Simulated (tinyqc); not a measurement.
Plane-wave Kohn-Sham cycle with exchange-only LDA in a layered model solid, step by step. One step of it, computed by the program tinyqc.

Problem. Iteration 1: Hamiltonian at one k. H(m,m') = (k + G_m)^2/2 delta + V(G_m - G_m'), with V(-G) = V(G).

A solid whose potential varies along x alone (atomic units):

| parameter | value |
|---|---|
| period a | 11.000000 |
| cross-section of the cell | 26.000000 |
| electrons per cell | 2 |
| grid points | 16 |
| plane waves -n..n, n | 3 |
| k points | 3 |
| V1 in V1 cos(2 pi x/a) | -0.580000 |

V(G_m), m = 0, 1, 2, ... (hartree): -0.188312  -0.290000  0.000000  0.000000  0.000000  0.000000  0.000000

k = 0.000000 2 pi / a

Give: H.

Solution.

H (hartree):
```
         -3       -2       -1       +0       +1       +2       +3
-3   1.2799  -0.2900   0.0000   0.0000   0.0000   0.0000   0.0000
-2  -0.2900   0.4642  -0.2900   0.0000   0.0000   0.0000   0.0000
-1   0.0000  -0.2900  -0.0252  -0.2900   0.0000   0.0000   0.0000
+0   0.0000   0.0000  -0.2900  -0.1883  -0.2900   0.0000   0.0000
+1   0.0000   0.0000   0.0000  -0.2900  -0.0252  -0.2900   0.0000
+2   0.0000   0.0000   0.0000   0.0000  -0.2900   0.4642  -0.2900
+3   0.0000   0.0000   0.0000   0.0000   0.0000  -0.2900   1.2799
```
